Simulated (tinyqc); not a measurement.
Thickness and doping from the maximum and minimum capacitance.

Inverse problem. A MOS capacitor has Cmax = Cox = eps0 eox/tox and 1/Cmin = 1/Cox + Wm/(eps0 eps_r), with Wm = sqrt(4 eps0 eps_r Vt ln(N/ni)/(q N)) and N well above ni. Find tox, Wm and N.

Parameters, values chosen for the exercise; band and dielectric values close to those of silicon: temperature T = 300 K; relative permittivity eps_r = 11.6; relative permittivity of the gate insulator (close to hafnium oxide) eox = 21.9.

Constants: q = 1.602176634e-19 C, kB = 1.380649e-23 J/K, Vt = kB T/q, eps0 = 8.8541878128e-14 F/cm where lengths are in cm. Results are converted to the units shown.

Cmax = 4.0397232 uF/cm^2
Cmin = 0.013141173 uF/cm^2
ni = 8.8127801e9 cm^-3

Answer. Cmax gives tox and the series difference Wm. N follows by iterating N = 4 eps0 eps_r Vt ln(N/ni)/(q Wm^2); ln(N/ni)/N falls steadily for N > e ni, so there is one root in that range.

tox = 4.80 nm
Wm = 779 nm
N = 1.30e15 cm^-3

tinyqc, about 0.01 s, one thread, Intel Xeon 2.30GHz (shared host): `OMP_NUM_THREADS=1 python tinyqc.py 2060002 2060003 out.jsonl`
